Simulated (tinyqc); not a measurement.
Inside a calculation. Method: UHF in the sto-3g basis, for H6, spin multiplicity 1. This run ends on a higher stationary point, not on the lowest solution. One step of it, computed by the program tinyqc.

Problem. Iteration 4: building the Fock matrix. J_ij = sum D_kl (ij|kl) with D = D(alpha) + D(beta), K_ij = sum D_kl (ik|jl) for each spin; F = H + J - K(s); E = tr D H + tr D J / 2 - 0.5 sum_s tr D(s) K(s) + E_nn.

D(alpha) after iteration 3, lower triangle:
```
           1H 1s      2H 1s      3H 1s      4H 1s     5H 1s     6H 1s
1H 1s   0.339367
2H 1s   0.356330   0.381541
3H 1s  -0.019428   0.026399   0.300300
4H 1s  -0.083878  -0.035053   0.349188   0.426308
5H 1s   0.004162  -0.004931  -0.026644   0.024228  0.340318
6H 1s   0.023583   0.006452  -0.084226  -0.043669  0.357102  0.386051
```

D(beta) after iteration 3, lower triangle:
```
           1H 1s      2H 1s      3H 1s      4H 1s     5H 1s     6H 1s
1H 1s   0.386051
2H 1s   0.357102   0.340318
3H 1s  -0.043669   0.024228   0.426308
4H 1s  -0.084226  -0.026644   0.349188   0.300300
5H 1s   0.006452  -0.004931  -0.035053   0.026399  0.381541
6H 1s   0.023583   0.004162  -0.083878  -0.019428  0.356330  0.339367
```

core Hamiltonian H = T + V (hartree), lower triangle:
```
           1H 1s      2H 1s      3H 1s      4H 1s      5H 1s      6H 1s
1H 1s  -1.375743
2H 1s  -0.723869  -1.598357
3H 1s  -0.049001  -0.386506  -1.702741
4H 1s  -0.003327  -0.050605  -0.799361  -1.702741
5H 1s  -0.000025  -0.000981  -0.050605  -0.386506  -1.598357
6H 1s   0.000000  -0.000025  -0.003327  -0.049001  -0.723869  -1.375743
```

Two-electron integrals (ij|kl) in chemists' order, unique and non-zero (hartree):
```
(11|11) 0.774606   (21|11) 0.223507   (21|21) 0.088936   (22|11) 0.415403
(22|21) 0.223507   (22|22) 0.774606   (31|11) 0.008215   (31|21) 0.003881
(31|22) 0.012082   (31|31) 0.000232   (32|11) 0.050882   (32|21) 0.026880
(32|22) 0.097891   (32|31) 0.002014   (32|32) 0.020238   (33|11) 0.182208
(33|21) 0.089065   (33|22) 0.309030   (33|31) 0.008215   (33|32) 0.097891
(33|33) 0.774606   (41|11) 0.000347   (41|21) 0.000176   (41|22) 0.000605
(41|31) 0.000013   (41|32) 0.000125   (41|33) 0.000605   (41|41) 7.86e-07
(42|11) 0.004579   (42|21) 0.002312   (42|22) 0.008196   (42|31) 0.000188
(42|32) 0.002009   (42|33) 0.012057   (42|41) 0.000013   (42|42) 0.000231
(43|11) 0.057949   (43|21) 0.027087   (43|22) 0.088932   (43|31) 0.002314
(43|32) 0.026838   (43|33) 0.223148   (43|41) 0.000175   (43|42) 0.003867
(43|43) 0.088683   (44|11) 0.128628   (44|21) 0.058016   (44|22) 0.182145
(44|31) 0.004588   (44|32) 0.050857   (44|33) 0.415129   (44|41) 0.000347
(44|42) 0.008196   (44|43) 0.223148   (44|44) 0.774606   (51|11) 1.38e-06
(51|21) 6.73e-07   (51|22) 2.30e-06   (51|31) 5.69e-08   (51|32) 6.30e-07
(51|33) 4.20e-06   (51|42) 7.70e-08   (51|43) 1.38e-06   (51|44) 2.93e-06
(52|11) 0.000053   (52|21) 0.000025   (52|22) 0.000082   (52|31) 2.07e-06
(52|32) 0.000023   (52|33) 0.000174   (52|41) 1.53e-07   (52|42) 3.21e-06
(52|43) 0.000069   (52|44) 0.000174   (52|52) 5.60e-08   (53|11) 0.002739
(53|21) 0.001229   (53|22) 0.003836   (53|31) 0.000096   (53|32) 0.001051
(53|33) 0.008196   (53|41) 0.000007   (53|42) 0.000157   (53|43) 0.003867
(53|44) 0.012057   (53|51) 5.68e-08   (53|52) 3.21e-06   (53|53) 0.000231
(54|11) 0.020670   (54|21) 0.009054   (54|22) 0.027444   (54|31) 0.000669
(54|32) 0.006996   (54|33) 0.050857   (54|41) 0.000048   (54|42) 0.001051
(54|43) 0.026838   (54|44) 0.097891   (54|51) 3.80e-07   (54|52) 0.000023
(54|53) 0.002009   (54|54) 0.020238   (55|11) 0.091096   (55|21) 0.038997
(55|22) 0.115039   (55|31) 0.002744   (55|32) 0.027444   (55|33) 0.182145
(55|41) 0.000188   (55|42) 0.003836   (55|43) 0.088932   (55|44) 0.309030
(55|51) 1.38e-06   (55|52) 0.000082   (55|53) 0.008196   (55|54) 0.097891
(55|55) 0.774606   (61|11) 1.06e-08   (61|22) 1.61e-08   (61|33) 3.52e-08
(61|43) 1.39e-08   (61|44) 3.52e-08   (61|55) 1.61e-08   (62|11) 9.76e-07
(62|21) 4.41e-07   (62|22) 1.38e-06   (62|31) 3.47e-08   (62|32) 3.80e-07
(62|33) 2.93e-06   (62|42) 5.68e-08   (62|43) 1.38e-06   (62|44) 4.20e-06
(62|53) 7.70e-08   (62|54) 6.30e-07   (62|55) 2.30e-06   (63|11) 0.000141
(63|21) 0.000062   (63|22) 0.000188   (63|31) 4.58e-06   (63|32) 0.000048
(63|33) 0.000347   (63|41) 3.27e-07   (63|42) 0.000007   (63|43) 0.000175
(63|44) 0.000605   (63|52) 1.53e-07   (63|53) 0.000013   (63|54) 0.000125
(63|55) 0.000605   (63|63) 7.86e-07   (64|11) 0.002138   (64|21) 0.000922
(64|22) 0.002744   (64|31) 0.000066   (64|32) 0.000669   (64|33) 0.004588
(64|41) 4.58e-06   (64|42) 0.000096   (64|43) 0.002314   (64|44) 0.008215
(64|51) 3.47e-08   (64|52) 2.07e-06   (64|53) 0.000188   (64|54) 0.002014
(64|55) 0.012082   (64|62) 5.69e-08   (64|63) 0.000013   (64|64) 0.000232
(65|11) 0.031617   (65|21) 0.013387   (65|22) 0.038997   (65|31) 0.000922
(65|32) 0.009054   (65|33) 0.058016   (65|41) 0.000062   (65|42) 0.001229
(65|43) 0.027087   (65|44) 0.089065   (65|51) 4.41e-07   (65|52) 0.000025
(65|53) 0.002312   (65|54) 0.026880   (65|55) 0.223507   (65|62) 6.73e-07
(65|63) 0.000176   (65|64) 0.003881   (65|65) 0.088936   (66|11) 0.075403
(66|21) 0.031617   (66|22) 0.091096   (66|31) 0.002138   (66|32) 0.020670
(66|33) 0.128628   (66|41) 0.000141   (66|42) 0.002739   (66|43) 0.057949
(66|44) 0.182208   (66|51) 9.76e-07   (66|52) 0.000053   (66|53) 0.004579
(66|54) 0.050882   (66|55) 0.415403   (66|61) 1.06e-08   (66|62) 1.38e-06
(66|63) 0.000347   (66|64) 0.008215   (66|65) 0.223507   (66|66) 0.774606
```

nuclear repulsion = 3.29579010 hartree

Give: Coulomb J; exchange K(alpha); exchange K(beta); F(alpha); F(beta); total energy of this density.

Solution.

Coulomb J (hartree), lower triangle:
```
        1H 1s   2H 1s   3H 1s   4H 1s   5H 1s   6H 1s
1H 1s  1.6579
2H 1s  0.6678  1.8744
3H 1s  0.0378  0.3412  1.9767
4H 1s  0.0022  0.0394  0.7417  1.9767
5H 1s  0.0000  0.0006  0.0394  0.3412  1.8744
6H 1s  0.0000  0.0000  0.0022  0.0378  0.6678  1.6579
```

exchange K(alpha) (hartree), lower triangle:
```
         1H 1s    2H 1s    3H 1s   4H 1s   5H 1s   6H 1s
1H 1s   0.4560
2H 1s   0.3410   0.4957
3H 1s   0.0292   0.0986   0.4378
4H 1s  -0.0080   0.0252   0.3373  0.5230
5H 1s  -0.0009   0.0004   0.0279  0.1044  0.4692
6H 1s   0.0017  -0.0007  -0.0088  0.0251  0.3415  0.4884
```

exchange K(beta) (hartree), lower triangle:
```
         1H 1s    2H 1s    3H 1s   4H 1s   5H 1s   6H 1s
1H 1s   0.4884
2H 1s   0.3415   0.4692
3H 1s   0.0251   0.1044   0.5230
4H 1s  -0.0088   0.0279   0.3373  0.4378
5H 1s  -0.0007   0.0004   0.0252  0.0986  0.4957
6H 1s   0.0017  -0.0009  -0.0080  0.0292  0.3410  0.4560
```

F(alpha) (hartree), lower triangle:
```
         1H 1s    2H 1s    3H 1s    4H 1s    5H 1s    6H 1s
1H 1s  -0.1738
2H 1s  -0.3971  -0.2198
3H 1s  -0.0404  -0.1439  -0.1639
4H 1s   0.0068  -0.0365  -0.3950  -0.2490
5H 1s   0.0009  -0.0008  -0.0391  -0.1497  -0.1932
6H 1s  -0.0017   0.0007   0.0076  -0.0363  -0.3976  -0.2063
```

F(beta) (hartree), lower triangle:
```
         1H 1s    2H 1s    3H 1s    4H 1s    5H 1s    6H 1s
1H 1s  -0.2063
2H 1s  -0.3976  -0.1932
3H 1s  -0.0363  -0.1497  -0.2490
4H 1s   0.0076  -0.0391  -0.3950  -0.1639
5H 1s   0.0007  -0.0008  -0.0365  -0.1439  -0.2198
6H 1s  -0.0017   0.0009   0.0068  -0.0404  -0.3971  -0.1738
```

total energy of this density = -3.004283 hartree
